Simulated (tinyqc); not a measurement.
Worked calculation: Wannier-Stark ladder of a miniband. Values are carried at full precision from step to step, so a last printed digit may differ when a step is redone from the rounded ones.

One state in each well j = -(Nw - 1)/2 ... (Nw - 1)/2: H_jj = j e F d, H_(j,j+1) = -W/4; 1 kV/cm = 0.01 meV/angstrom. In an infinite chain the levels are j e F d and the state of well 0 has amplitude J_j(x) in size on well j, x = W/(2 e F d).

Constants: hbar = 6.58211957e-16 eV s.

Inputs chosen for the exercise (near those of a non-polar GaN/AlGaN superlattice; the results hold for these values, not for the real material):
- W = 10 meV (miniband width)
- d = 55 angstrom (period)
- F = 4.1 kV/cm (field)
- Nw = 9 (wells)

## Scales

Give e F d, x, the Bloch frequency e F d/(2 pi hbar) and period, and the swing W/(e F) of a wave packet.

e F d = 2.255 meV
x = 2.2173
frequency = 0.545 THz
period = 1.834 ps
swing = 244 angstrom

## The matrix

Fill it in.

H (meV), lower triangle:
```
        -4      -3      -2      -1       0       1       2       3      4
-4  -9.020
-3  -2.500  -6.765
-2       0  -2.500  -4.510
-1       0       0  -2.500  -2.255
0        0       0       0  -2.500       0
1        0       0       0       0  -2.500   2.255
2        0       0       0       0       0  -2.500   4.510
3        0       0       0       0       0       0  -2.500   6.765
4        0       0       0       0       0       0       0  -2.500  9.020
```

## Levels and the middle state

Diagonalise; give the levels, their spacings and the weights of the middle level on the wells.

levels (meV): -11.005  -7.394  -4.649  -2.273  0.000  2.273  4.649  7.394  11.005

spacings (meV): 3.611  2.744  2.376  2.273  2.273  2.376  2.744  3.611

weights: 0.0021  0.0269  0.1585  0.3073  0.0104  0.3073  0.1585  0.0269  0.0021

The spacing in the middle is 1.0079 e F d and at the ends 1.601 e F d; states that reach the ends of the stack are pushed apart.

## Bessel amplitudes

With x = W/(2 e F d): J_j(x)^2 for j = 0 to 5, their running sum over -j ... j, and the spread sqrt(sum j^2 J_j^2) = x/sqrt2. For a hole fixed in well 0 the J_j^2 are the strengths of the optical lines at j e F d.

Weights:

| j | J_j^2 | sum |
|---|---|---|
| 0 | 0.0102 | 0.0102 |
| 1 | 0.3063 | 0.6228 |
| 2 | 0.1588 | 0.9403 |
| 3 | 0.0273 | 0.9949 |
| 4 | 0.0024 | 0.9997 |
| 5 | 0.0001 | 1.0000 |

spread = 1.568 periods

The strongest line is j = +/-1.

## Checks

- Weight on well 1 of the middle state of 61 wells against J_1(x)^2: both 0.3063.

Run: tinyqc, `OMP_NUM_THREADS=1 python tinyqc.py 1282066 1282067 out.jsonl`; Intel(R) Xeon(R) Processor @ 2.30GHz, one thread, shared host; about 0.01 s of CPU time with all checks.
